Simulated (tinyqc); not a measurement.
From remote-phonon mobility back to mean distance of the electrons z0 = 3/b: scattering of inversion-layer electrons by surface optical phonons of the gate insulator (remote phonon scattering). Computed by tinyqc, a small Python program. Command: `OMP_NUM_THREADS=1 python tinyqc.py 3110721 3110722 out.jsonl sophonon inv`. One thread of a shared host (Intel(R) Xeon(R) Processor @ 2.30GHz), about 0.05 s of CPU time with the checks.

One subband with the Fang-Howard envelope; insulator and channel are half-spaces, the gate is far away, and an interlayer only moves the polar surface away by t (its own modes and its permittivity contrast are left out).

Inputs (values chosen for the exercise, modelled on HfO2 on silicon): static constant of the insulator eps_0s = 22.2; intermediate constant eps_i = 6.62; optical constant eps_inf = 5.05; hbar omega_TO1 = 12.4 meV; hbar omega_TO2 = 49.1 meV; constant of the channel eps_s = 11.7; in-plane mass m = 0.194 m_0; valleys g_v = 2; sheet density n = 9e+12 1/cm^2; interlayer thickness t = 0 nm; temperature T = 200 K; mobility from other processes = 380 cm^2/(V s).

Screening by the channel electrons: none.

Constants: k_B = 8.617333262e-05 eV/K; hbar^2/(2 m_0) = 3.80998212 eV angstrom^2; e^2/(4 pi eps_0) = 14.39964548 eV angstrom; hbar = 6.582119569e-16 eV s; e = 1.602176634e-19 C; m_0 = 9.1093837015e-31 kg.

Method:
- eps(w) = eps_inf + (eps_0s - eps_i) w1^2/(w1^2 - w^2) + (eps_i - eps_inf) w2^2/(w2^2 - w^2). Surface modes solve eps(w) + eps_s = 0, a quadratic in w^2; the strength of a mode is g = 2/(w d eps/dw).
- Occupation N = 1/(exp(hbar w/(k_B T)) - 1).
- Density of states D = g_v m/(pi hbar^2); eta = E_F/(k_B T) = ln(exp(n/(D k_B T)) - 1); screening wave number q_s = e^2 D/(2 eps_0 eps_avg) x 1/(1 + exp(-eta)), eps_avg = (eps_s + eps_inf)/2; b = 3/z0.
- For a mode of strength g, without the occupation factor, Area x |M(q)|^2 = e^2 hbar w g/(2 eps_0 q) x (b/(b + q))^6 exp(-2 q t).
- Approximate momentum relaxation rate, taking tau v alike in the initial and final states: 1/tau = (m/(2 pi hbar^3)) sum over modes and over absorption (N, E' = E + hbar w) and emission (N + 1, E' = E - hbar w > 0) of [(1 - f(E'))/(1 - f(E))] int_0^(2 pi) Area |M(q)|^2 (1 - cos theta) d theta, q^2 = k^2 + k'^2 - 2 k k' cos theta, f the Fermi function; 48 midpoints in theta from 0 to pi.
- mu = (e/m) int tau E f (1 - f) dE/(k_B T int f dE), by 300 midpoints from 0 to (max(eta, 0) + 14) k_B T; Matthiessen sum with the other processes.

Task: A run gave the result below. Find the mean distance of the electrons z0 = 3/b, known to lie between 1.2 and 2.1 nm.

remote-phonon mobility = 1960.819 cm^2/(V s)

Result:

Each step takes the trial c = (a f_b - b f_a)/(f_b - f_a), f being the result less the target and a, b, c the logarithms of the listed values; c replaces end b, the old b replaces a if the sign of f changed, and otherwise f_a is halved.

Scan of the range:
```
mean distance of the electrons z0 = 3/b (nm)  remote-phonon mobility (cm^2/(V s))
1.20                                                                      1564.19
1.32                                                                      1792.25
1.45                                                                      2064.45
1.59                                                                      2388.27
1.74                                                                      2772.31
1.91                                                                      3256.30
2.10                                                                      3861.75
```

False position (Illinois rule, in the logarithm of the input) inside the bracket:
```
step    end a    end b    trial  remote-phonon mobility (cm^2/(V s))
1     1.32000  1.45000  1.39906                              1954.60
2     1.45000  1.39906  1.40190                              1960.61
3     1.45000  1.40190  1.40209                              1961.02
4     1.40190  1.40209  1.40200                              1960.82
5     1.40209  1.40200  1.40200                              1960.82
```

Remote-phonon mobility rises at every point of a 13-point scan of the range (every second point is shown), so one value fits; it is bracketed by 1.32 and 1.45. Answer: mean distance of the electrons z0 = 3/b = 1.402 nm.

Caution: a relaxation time is only an approximation for inelastic scattering, and static or no screening brackets the true dynamic screening only roughly.
